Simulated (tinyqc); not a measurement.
Worked calculation: four-band model of biased bilayer graphene near K. Values are carried at full precision from step to step, so a last printed digit may differ when a step is redone from the rounded ones.

Constants: hbar^2/2m0 = 3.80998211 eV angstrom^2.

Inputs chosen for the exercise (near those used for Bernal bilayer graphene; not measured data):
- a = 2.46 angstrom (lattice constant)
- g0 = 2.99 eV (hopping in a layer)
- g1 = 0.312 eV (hopping of the dimer sites)
- g3 = 0.27 eV (skew hopping A1-B2)
- g4 = 0.09 eV (skew hopping A1-A2)
- U = 0.1 eV (potential difference of the layers)
- k = (0.023, 0.046) 1/angstrom (wave vector from K)

## Velocities and mass

v_j = (sqrt3/2) a g_j; low-energy mass m/m0 = c g1/v0^2 with c = hbar^2/2m0; crossover wave vector g1/(2 v0).

v0, v3, v4 (eV angstrom): 6.3700  0.5752  0.1917

mass = 0.02930 m0
crossover = 0.02449 1/angstrom

## H at one k

Basis A1, B1, A2, B2, with B1 below A2; p = kx + i ky, v_j = (sqrt3/2) a g_j. Diagonal -U/2, -U/2, U/2, U/2; <A1|B1> = <A2|B2> = v0 p*, <B1|A2> = g1, <A1|B2> = v3 p, <A1|A2> = <B1|B2> = -v4 p*.

Fill in the matrix.

H (eV), lower triangle (Hermitian):
```
                 A1               B1              A2      B2
A1          -0.0500
B1   0.1465+0.2930i          -0.0500
A2  -0.0044-0.0088i           0.3120          0.0500
B2   0.0132-0.0265i  -0.0044-0.0088i  0.1465+0.2930i  0.0500
```

## Levels and layer polarisation

Diagonalise; the weight on layer 1 is that of A1 and B1.

levels (eV): -0.5265  -0.2140  0.2307  0.5098

weights:
```
    band 1  band 2  band 3  band 4
A1   0.200   0.337   0.389   0.074
B1   0.436   0.062   0.227   0.275
A2   0.280   0.211   0.060   0.449
B2   0.084   0.390   0.324   0.202
```

weight on layer 1: 0.636  0.399  0.616  0.349

Band 2 has 40 % of its weight on layer 1, the layer of lower potential, and band 3 has 62 %; the dimer sites hold 29 % of band 3. The filled band leans to the upper layer here: at larger k the middle bands approach two displaced cones, each still mixed over both layers by g1, and the top filled one leans to the upper layer.

## The Mexican hat (g3 = g4 = 0)

At K the levels are -/+ U/2 and -/+ sqrt(g1^2 + U^2/4). The smallest gap, U g1/sqrt(U^2 + g1^2), lies on a ring of radius kg = (U/2 v0) sqrt((2 g1^2 + U^2)/(g1^2 + U^2)), v0 = (sqrt3/2) a g0; the height of the hat is U/2 less half that gap.

gap = 0.0952 eV
kg = 0.01084 1/angstrom
height of the hat = 2.39 meV

## Checks

- Gap on the ring from the formula against the matrix: both 0.0952282.

tinyqc: `OMP_NUM_THREADS=1 python tinyqc.py 1450385 1450386 out.jsonl`; about 0.06 s, one thread, shared Intel(R) Xeon(R) Processor @ 2.30GHz.
